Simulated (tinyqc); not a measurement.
Inside a calculation. Method: ROHF in the sto-3g basis, for H3, spin multiplicity 2. One step of it, computed by the program tinyqc.

Problem. Iteration 2: diagonalisation and new density. Diagonalise F' = X^T F X, C = X C', fill 2 alpha and 1 beta electrons from the bottom; D(s) = C_occ C_occ^T. Each column has its largest component positive (the first on a tie).

extrapolated F (hartree), lower triangle:
```
,1H 1s,2H 1s,3H 1s
1H 1s,-0.400555
2H 1s,-0.485697,-0.260953
3H 1s,-0.485783,-0.231779,-0.261016
```

X, lower triangle:
```
,1H 1s,2H 1s,3H 1s
1H 1s,1.315853
2H 1s,-0.366072,1.149612
3H 1s,-0.366118,0.040205,1.149647
```

Give: F' = X^T F X; orbital energies; coefficients C; D(alpha) after iteration 2; D(beta) after iteration 2.

Solution.

F' = X^T F X (hartree), lower triangle:
```
,1,2,3
1,0.110
2,-0.483,0.003
3,-0.483,0.039,0.003
```

orbital energies (hartree): MO1 -0.608, MO2 -0.036, MO3 0.760

coefficients C:
```
,MO1,MO2,MO3
1H 1s,0.531,0.000,1.310
2H 1s,0.357,0.785,-0.845
3H 1s,0.358,-0.784,-0.845
```

D(alpha) after iteration 2, lower triangle:
```
,1H 1s,2H 1s,3H 1s
1H 1s,0.282
2H 1s,0.190,0.743
3H 1s,0.190,-0.488,0.743
```

D(beta) after iteration 2, lower triangle:
```
,1H 1s,2H 1s,3H 1s
1H 1s,0.282
2H 1s,0.190,0.128
3H 1s,0.190,0.128,0.128
```
